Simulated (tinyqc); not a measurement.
Three-phonon processes in a diatomic chain: dispersion, energy and momentum conservation, and decay channels of optical phonons: one step, computed by the program tinyqc. Command: `OMP_NUM_THREADS=1 python tinyqc.py 3120752 3120753 out.jsonl threeph walk`. One thread of a shared host (Intel(R) Xeon(R) Processor @ 2.30GHz), about 0.04 s of CPU time with the checks.

Cell length a, two atoms, one spring constant. x = q a/pi runs from -1 to 1; A and O are the acoustic and optical branches. Matrix elements are not computed: only conservation laws and occupation factors are followed.

Problem. Dispersion. omega^2 = k (1/m + 1/M) -/+ k sqrt((1/m + 1/M)^2 - 4 sin^2(pi x/2)/(m M)); nu = 15.6333042 THz x sqrt(omega^2) for eV/(angstrom^2 u).

Inputs (values chosen for the exercise, for a model chain): light mass m = 31 u; heavy mass M = 116 u; spring constant k = 2.9 eV/angstrom^2.

Constants: nu for 1 eV/(angstrom^2 u) = 15.6333042 THz.

Give: the table «Branches» with the columns nu_A (THz), nu_O (THz), for x = 0.10, 0.20, 0.35, 0.50, 0.65, 0.80, 0.90, 1.00.

Solution.

Branches:
```
x     nu_A (THz)  nu_O (THz)
0.10       0.487       7.597
0.20       0.967       7.551
0.35       1.663       7.428
0.50       2.304       7.255
0.65       2.856       7.056
0.80       3.271       6.874
0.90       3.438       6.792
1.00       3.496       6.762
```
